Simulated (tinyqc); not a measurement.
Worked calculation: finite-size error of a charged defect in a periodic cell: Madelung and Makov-Payne terms. Computed by tinyqc, a small Python program that keeps every step. Command: `OMP_NUM_THREADS=1 python tinyqc.py 3018725 3018726 out.jsonl imagecharge walk`. One thread of a shared host (Intel(R) Xeon(R) Processor @ 2.30GHz), about 0.02 s of CPU time with the checks. Intermediate numbers are printed to about 6 digits and carried at full precision; extremes and crossings named in words are read from the listed rows.

L is the cube root of the cell volume. The defect charge is a Gaussian, rho(r) = q (2 pi sigma^2)^(-3/2) exp(-r^2/2 sigma^2), repeated periodically in a uniform neutralising background and screened by a continuum. The model cell energy is E(L) = E_0 + [periodic - isolated electrostatic energy].

Inputs (values chosen for the exercise, for a model host):
```
quantity                                     value      unit
charge q                                        -2         e
cell length L                                 12.3  angstrom
dielectric constant eps                       7.18         -
width sigma of the defect charge               1.4  angstrom
formation energy of the isolated defect E_0  2.678        eV
```

Supercell lattice: bcc. Screening: isotropic.

scatter added to the six cells, standing for numerical noise (meV): -1.7  -4.5  1.6  -5.5  0.11  -0.94

Constants: e^2/(4 pi eps_0) = 14.39964548 eV angstrom.

## The cell

Cell vectors: (-1,1,1), (1,-1,1), (1,1,-1), scaled to volume L^3.

cell vectors (rows) (angstrom):
```
          1         2         3
1  -7.74851   7.74851   7.74851
2   7.74851  -7.74851   7.74851
3   7.74851   7.74851  -7.74851
```

nearest image = 13.4208 angstrom

## Madelung energy

Ewald sum for a unit point charge: scale each Cartesian component of the cell by 1/sqrt(eps_i), giving R', G' and V'; E = [ (1/2) sum erfc(eta R')/R' + (2 pi/V') sum exp(-G'^2/4 eta^2)/G'^2 - eta/sqrt(pi) - pi/(2 V' eta^2) ] e^2/(4 pi eps_0) / sqrt(eps_x eps_y eps_z), over n_i = -6..6, omitting n = (0,0,0), eta = 2/V'^(1/3). alpha = -2 E eps_g L/(e^2/(4 pi eps_0)), eps_g = (eps_x eps_y eps_z)^(1/3).

terms for a unit charge (eV): real space 0.001354, reciprocal 0.011176, self -0.183983, background -0.064030

Madelung constant alpha = 2.88846

point-charge correction -q^2 E = 0.941930 eV

## Energy of the smeared charge in the cell

Periodic energy of the Gaussian: (2 pi q^2/V) sum_(G != 0) exp(-sigma^2 G^2)/(G.eps.G) x e^2/(4 pi eps_0), n_i = -k..k with k = max(9, L/sigma rounded up). Isolated energy: q^2/(2 sqrt(pi) sigma) <1/(n.eps.n)> e^2/(4 pi eps_0), the mean over directions n, here 1/eps.

periodic energy = 0.727580 eV

isolated energy = 1.61642 eV

finite-size error = -0.888841 eV

E(L) = 1.78916 eV

## Makov-Payne correction

Second radial moment Q = q <r^2> = 3 q sigma^2; E(corrected) = E(L) + q^2 alpha e^2/(4 pi eps_0)/(2 eps L) - 2 pi q Q e^2/(4 pi eps_0)/(3 eps L^3). Errors left are the corrected energies less E_0.

Q = -11.76 e angstrom^2

third-order term = -0.0530894 eV

error left after the first term = 0.0530894 eV

error left after both terms = 0 eV

third-order over first-order term, in size = 0.0563624

The point-charge term alone overcorrects by 0.0531 eV, 6 % of itself; both terms together are exact to 1e-7 eV, since the clouds do not overlap.

## A series of cells

Cells of the same shape with L scaled by 0.7, 0.85, 1, 1.25, 1.5 and 2; the scatter is added to E(L). The point-charge correction scales as 1/L from its value at the input L.

Scaling data:
```
L (angstrom)  1/L (1/angstrom)  E(L) (eV)  E(L) + point-charge correction (eV)
8.610                 0.116144    1.48546                              2.83107
10.455                0.095648    1.65179                              2.75995
12.300                0.081301    1.79076                              2.73269
15.375                0.065041    1.94614                              2.69968
18.450                0.054201    2.06589                              2.69384
24.600                0.040650    2.21273                              2.68370
```

## Ways to reach the isolated limit

Least-squares fits of E(L) to a + b/L, a + c/L^3 or a + b/L + c/L^3; the estimate is a, and errors are against E_0.

Estimates of E_0:
```
way                              estimate (eV)  error (meV)
largest cell, uncorrected              2.21273     -465.269
largest cell, point-charge term        2.68370        5.696
1/L fit, three smallest                2.49438     -183.615
1/L fit, all six                       2.58855      -89.454
1/L^3 fit, all six                     2.12125     -556.747
1/L and 1/L^3, three smallest          2.78981      111.814
1/L and 1/L^3, all six                 2.67958        1.582
corrected data, 1/L^3 fit              2.67653       -1.471
```

coefficient b of the full fit = -11.6495 eV angstrom

Best here: corrected data, 1/L^3 fit (-1.5 meV); worst: 1/L^3 fit, all six (-557 meV). The fitted b is 100.5 % of the Madelung value -q^2 alpha e^2/(8 pi eps_0 eps_g), so such a fit also measures the screening. The three-term fit to three small cells has no spare point and magnifies the scatter. A pure 1/L fit lands below E_0, because the positive 1/L^3 term flattens the small-cell points.

Checks made by the program: the same sum with another eta (relative difference below 1e-10); both terms against the exact model when the clouds do not overlap (relative difference below 1e-10).
